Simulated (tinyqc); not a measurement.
Concentration-dependent dopant diffusion with charged defects and the built-in field: one step, computed by the program tinyqc. Command: `OMP_NUM_THREADS=1 python tinyqc.py 3021573 3021574 out.jsonl extrinsic walk`. One thread of a shared host (Intel(R) Xeon(R) Processor @ 2.30GHz), about 0.09 s of CPU time with the checks.

A constant source C_s feeds a half space. The dopant moves through neutral point defects and through charged ones, whose number grows with the majority carrier density n.

Task: Diffusivity at the surface. n = C/2 + sqrt(C^2/4 + n_i^2); D(C) = h [Dx + D1 (n/n_i)], h = 1.

Inputs (values chosen for the exercise, modelled on antimony in silicon): surface concentration C_s = 3.3e+19 1/cm^3; temperature T = 950 C.

Field enhancement: off.

n_i = 5.352090e+18 1/cm^3

partial diffusivities (cm^2/s): Dx 2.183754e-16, D1 2.854813e-16

intrinsic diffusivity D_i = 5.038567e-16 cm^2/s

Give: n/n_i; field factor h; surface diffusivity D_s; enhancement D_s/D_i.

Result:

n/n_i = 6.324

field factor h = 1

surface diffusivity D_s = 2.024e-15 cm^2/s

enhancement D_s/D_i = 4.017

C_s is 6.17 times n_i: diffusion is extrinsic near the surface. At such a C_s dopants can cluster or exceed their solubility, which the model leaves out. Caution: the built-in field is switched off although C_s exceeds n_i; with it D_s would be larger by the factor 1 + C_s/sqrt(C_s^2 + 4 n_i^2).
